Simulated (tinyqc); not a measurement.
Trap depth and cross-section from two peaks.

Question. A DLTS peak lies where ew = sn g T^2 exp(-Et/kB T), g = vth Nc/(300 K)^2. Find Et and sn.

Values chosen for this exercise: conduction-band density of states at 300 K Nc = 2.85e19 cm^-3; thermal velocity at 300 K vth = 2.3e7 cm/s.

Constants: q = 1.602176634e-19 C, kB = 1.380649e-23 J/K. Results are converted to the units shown.

peak temperatures for ew = 20 and 500 1/s (K): 92.436563  108.07366

Solution. The slope of ln(ew/T^2) against q/kB T is -Et, and the intercept is ln(sn g).

Et = 0.1600 eV
sn = 1.700e-16 cm^2

tinyqc, about 0.01 s, one thread, Intel Xeon 2.30GHz (shared host): `OMP_NUM_THREADS=1 python tinyqc.py 2050037 2050038 out.jsonl`
